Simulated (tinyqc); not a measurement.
Worked calculation: standing waves and exposure in a photoresist film. Values are carried at full precision from step to step, so a last printed digit may differ when a step is redone from the rounded ones.

Normal incidence from air. Unexposed resist: N1 = n1 + i k1 with k1 = (A + B) lam/(4 pi), lam in micrometres. r01 = (1 - N1)/(1 + N1), t01 = 2/(1 + N1). Substrate Ns = ns + i ks: r12 = (N1 - Ns)/(N1 + Ns). With p = exp(2 pi i N1 d/lam), the field at depth z is E(z) = t01 [exp(2 pi i N1 z/lam) + r12 p^2 exp(-2 pi i N1 z/lam)]/(1 + r01 r12 p^2), the relative intensity I(z) = n1 |E(z)|^2 and the reflectance R = |(r01 + r12 p^2)/(1 + r01 r12 p^2)|^2.

Parameters, chosen for this exercise (a resist on Si, indices near tabulated ones; shifted at random, so the results belong to these values and not to a real crystal):
```
symbol  value  unit          meaning
lam     248    nm            vacuum wavelength
n1      1.775                resist index
A       0.08   1/micrometre  bleachable absorption (Dill A)
B       0.94   1/micrometre  fixed absorption (Dill B)
d       483    nm            resist thickness
ns      1.548                substrate n
ks      3.638                substrate k
C       0.026  cm^2/mJ       exposure rate (Dill C)
D       15     mJ/cm^2       incident dose
Ld      20     nm            diffusion length of the post-exposure bake
```

## Interface coefficients

Form N1, r01, t01 and r12.

N1 = 1.77500+0.02013i
r01 = -0.2793-0.0052i
t01 = 0.7207-0.0052i
r12 = -0.5110-0.5262i
|r12|^2 = 0.5380

Next to the bottom the intensity swings by a factor ((1 + |r12|)/(1 - |r12|))^2 = 42.3 between antinode and node.

## Round trip and reflectance

Form p^2, the denominator and R; the period of the standing wave is lam/(2 n1).

p^2 = 0.5238-0.3146i
1 + r01 r12 p^2 = 1.1204+0.0343i
R = 0.4155
period = 69.86 nm

The film holds 6.91 periods.

## Intensity and exposure over the lowest period

Nine depths from d - period to d. Without bleaching during the exposure the share of unexposed compound is m = exp(-C D I).

Profile:
```
z (nm),I,m
413.1,0.248,0.908
421.9,0.046,0.982
430.6,0.230,0.914
439.3,0.690,0.764
448.1,1.156,0.637
456.8,1.353,0.590
465.5,1.165,0.635
474.3,0.701,0.761
483.0,0.231,0.914
```

I runs from 0.046 to 1.353 on these points, so m runs from 0.590 to 0.982; the least exposed point listed lies 61.1 nm above the bottom.

## Smoothing by the bake

Gaussian diffusion of length Ld multiplies a cosine of period L by exp(-2 pi^2 Ld^2/L^2). Give that factor, and the Ld that leaves 10 %.

factor = 0.198
Ld for 10 % = 23.86 nm

## Checks

- R against the transfer-matrix product: both 0.41552.
- Absorption (A + B) d times the mean of I against 1 - R - T: both 0.383.

Program tinyqc; command `OMP_NUM_THREADS=1 python tinyqc.py 1681096 1681097 out.jsonl`; about 0.01 s on one thread of a shared Intel(R) Xeon(R) Processor @ 2.30GHz.
